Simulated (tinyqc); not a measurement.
Worked calculation: plane-wave Kohn-Sham cycle with exchange-only LDA in a layered model solid. Computed by tinyqc, a small Python program that keeps every step. Settings: points = 16, plane-wave index or count = 3, electrons = 4, k points = 4, area = 20.0, mixing = 0.5, iteration cap = 66, Kerker q0 = 0.86. Command: `OMP_NUM_THREADS=1 python tinyqc.py 26208 26209 out.jsonl` (the two numbers bound the seeds that draw the settings). One thread of a shared host (Intel(R) Xeon(R) Processor @ 2.60GHz), about 0.02 s of CPU time with the checks. Later iterations appear only in the table of the cycle.

## Iteration 1: potential

A solid whose potential varies along x alone (atomic units):
```
parameter                      value
period a                   12.000000
cross-section of the cell  20.000000
electrons per cell                 4
grid points                       16
plane waves -n..n, n               3
k points                           4
V1 in V1 cos(2 pi x/a)     -0.320000
V2 in V2 cos(4 pi x/a)     -0.190000
```

density at the start, on the grid x_j = j a/N (e/bohr^3): [0.01666667, 0.01666667, 0.01666667, 0.01666667, 0.01666667, 0.01666667, 0.01666667, 0.01666667, 0.01666667, 0.01666667, 0.01666667, 0.01666667, 0.01666667, 0.01666667, 0.01666667, 0.01666667]

V_H(G) = 4 pi rho(G)/G^2 for G != 0 (uniform background); v_x = -(3 rho/pi)^(1/3); V = V_ext + V_H + v_x; Fourier components f(G_m) = (1/N) sum_j f(x_j) exp(-i G_m x_j).

Potentials on the grid (hartree):
```
x              V_ext       V_H        v_x          V
0.000000   -0.510000  0.000000  -0.251540  -0.761540
0.750000   -0.429992  0.000000  -0.251540  -0.681532
1.500000   -0.226274  0.000000  -0.251540  -0.477814
2.250000    0.011892  0.000000  -0.251540  -0.239648
3.000000    0.190000  0.000000  -0.251540  -0.061540
3.750000    0.256809  0.000000  -0.251540   0.005269
4.500000    0.226274  0.000000  -0.251540  -0.025266
5.250000    0.161291  0.000000  -0.251540  -0.090249
6.000000    0.130000  0.000000  -0.251540  -0.121540
6.750000    0.161291  0.000000  -0.251540  -0.090249
7.500000    0.226274  0.000000  -0.251540  -0.025266
8.250000    0.256809  0.000000  -0.251540   0.005269
9.000000    0.190000  0.000000  -0.251540  -0.061540
9.750000    0.011892  0.000000  -0.251540  -0.239648
10.500000  -0.226274  0.000000  -0.251540  -0.477814
11.250000  -0.429992  0.000000  -0.251540  -0.681532
```

V(G_m), m = 0, 1, 2, ... (hartree): [-0.251540, -0.160000, -0.095000, 0.000000, 0.000000, 0.000000, 0.000000]

## Iteration 1: Hamiltonian at one k

k = 0.125000 2 pi / a

H(m,m') = (k + G_m)^2/2 delta + V(G_m - G_m'), with V(-G) = V(G).

H (hartree), order -3, -2, -1, +0, +1, +2, +3:
$$\begin{pmatrix}
0.881494 & -0.160000 & -0.095000 & 0.000000 & 0.000000 & 0.000000 & 0.000000 \\
-0.160000 & 0.230374 & -0.160000 & -0.095000 & 0.000000 & 0.000000 & 0.000000 \\
-0.095000 & -0.160000 & -0.146590 & -0.160000 & -0.095000 & 0.000000 & 0.000000 \\
0.000000 & -0.095000 & -0.160000 & -0.249398 & -0.160000 & -0.095000 & 0.000000 \\
0.000000 & 0.000000 & -0.095000 & -0.160000 & -0.078051 & -0.160000 & -0.095000 \\
0.000000 & 0.000000 & 0.000000 & -0.095000 & -0.160000 & 0.367452 & -0.160000 \\
0.000000 & 0.000000 & 0.000000 & 0.000000 & -0.095000 & -0.160000 & 1.087111
\end{pmatrix}$$

## Iteration 1: levels at that k

Diagonalise the Hermitian matrix.

eigenvalues (hartree): [-0.518078, -0.110447, -0.003321, 0.273749, 0.403272, 0.922530, 1.124688]

## Iteration 1: new density

Motion across x is left out: the lowest 2 band(s) hold two electrons at each of the k points (j + 1/2)/nk - 1/2. Residual R = rho(out) - rho(in); rho(new) = rho(in) + 0.5 R, with R(G) scaled by G^2/(G^2 + 0.86^2) (Kerker). rho(out) = 2/(a A nk) sum |psi|^2 with psi = sum c exp(i G x). Harris energy E = band energy - dV sum rho (V_H/2 + v_x) + (3/4) dV sum rho v_x with rho(in), dV = a A/N, band energy = (2/nk) sum of the filled levels.

rho(out) (e/bohr^3): [0.03678460, 0.03730497, 0.03316897, 0.02156484, 0.01057367, 0.00511035, 0.00329667, 0.00268651, 0.00247012, 0.00268651, 0.00329667, 0.00511035, 0.01057367, 0.02156484, 0.03316897, 0.03730497]

density after iteration 1 (e/bohr^3): [0.01912505, 0.01993148, 0.01972986, 0.01696862, 0.01465991, 0.01435520, 0.01494366, 0.01541136, 0.01554144, 0.01541136, 0.01494366, 0.01435520, 0.01465991, 0.01696862, 0.01972986, 0.01993148]

energy per cell = -1.01673954 hartree

## Iteration 2: potential

As before.

Potentials on the grid (hartree):
```
x              V_ext        V_H        v_x          V
0.000000   -0.510000   0.129140  -0.263345  -0.644205
0.750000   -0.429992   0.119859  -0.266995  -0.577129
1.500000   -0.226274   0.088147  -0.266092  -0.404219
2.250000    0.011892   0.036481  -0.253050  -0.204677
3.000000    0.190000  -0.017666  -0.241010  -0.068675
3.750000    0.256809  -0.058902  -0.239328  -0.041421
4.500000    0.226274  -0.084308  -0.242555  -0.100588
5.250000    0.161291  -0.097438  -0.245059  -0.181206
6.000000    0.130000  -0.101487  -0.245747  -0.217233
6.750000    0.161291  -0.097438  -0.245059  -0.181206
7.500000    0.226274  -0.084308  -0.242555  -0.100588
8.250000    0.256809  -0.058902  -0.239328  -0.041421
9.000000    0.190000  -0.017666  -0.241010  -0.068675
9.750000    0.011892   0.036481  -0.253050  -0.204677
10.500000  -0.226274   0.088147  -0.266092  -0.404219
11.250000  -0.429992   0.119859  -0.266995  -0.577129
```

V(G_m), m = 0, 1, 2, ... (hartree): [-0.251079, -0.107056, -0.090531, 0.000066, 0.000677, 0.000237, 0.000020]

## Iteration 2: Hamiltonian at one k

k = 0.125000 2 pi / a

As before.

H (hartree), order -3, -2, -1, +0, +1, +2, +3:
$$\begin{pmatrix}
0.881955 & -0.107056 & -0.090531 & 0.000066 & 0.000677 & 0.000237 & 0.000020 \\
-0.107056 & 0.230835 & -0.107056 & -0.090531 & 0.000066 & 0.000677 & 0.000237 \\
-0.090531 & -0.107056 & -0.146129 & -0.107056 & -0.090531 & 0.000066 & 0.000677 \\
0.000066 & -0.090531 & -0.107056 & -0.248937 & -0.107056 & -0.090531 & 0.000066 \\
0.000677 & 0.000066 & -0.090531 & -0.107056 & -0.077590 & -0.107056 & -0.090531 \\
0.000237 & 0.000677 & 0.000066 & -0.090531 & -0.107056 & 0.367913 & -0.107056 \\
0.000020 & 0.000237 & 0.000677 & 0.000066 & -0.090531 & -0.107056 & 1.087572
\end{pmatrix}$$

## Iteration 2: levels at that k

As before.

eigenvalues (hartree): [-0.424428, -0.097081, -0.046117, 0.259925, 0.390532, 0.904621, 1.108165]

## Iteration 2: new density

As before.

rho(out) (e/bohr^3): [0.03535701, 0.03115282, 0.02184624, 0.01344536, 0.00901939, 0.00839825, 0.01051457, 0.01367024, 0.01521592, 0.01367024, 0.01051457, 0.00839825, 0.00901939, 0.01344536, 0.02184624, 0.03115282]

density after iteration 2 (e/bohr^3): [0.02324757, 0.02234128, 0.01934461, 0.01542511, 0.01311729, 0.01307883, 0.01433939, 0.01582144, 0.01648317, 0.01582144, 0.01433939, 0.01307883, 0.01311729, 0.01542511, 0.01934461, 0.02234128]

energy per cell = -0.83614765 hartree

## Convergence

Stop when sqrt(dV sum R^2) is below 1e-8, dV = a A/N.

Course of the cycle:
```
iteration  E (hartree)  norm of the residual
1          -1.01673954              2.17e-01
2          -0.83614765              1.05e-01
3          -0.80699599              7.48e-02
4          -0.79609357              5.02e-02
5          -0.79119767              3.34e-02
6          -0.78901560              2.22e-02
7          -0.78804593              1.48e-02
8          -0.78761495              9.87e-03
9          -0.78742307              6.60e-03
10         -0.78733745              4.43e-03
11         -0.78729916              2.97e-03
...                ...                   ...
34         -0.78726795              3.58e-07
35         -0.78726795              2.42e-07
36         -0.78726795              1.63e-07
37         -0.78726795              1.11e-07
38         -0.78726795              7.47e-08
39         -0.78726795              5.05e-08
40         -0.78726795              3.41e-08
41         -0.78726795              2.31e-08
42         -0.78726795              1.56e-08
43         -0.78726795              1.06e-08
44         -0.78726795              7.13e-09
```

Converged in 44 iterations. Before convergence this energy mixes input and output and is not variational, so it may rise towards its limit.
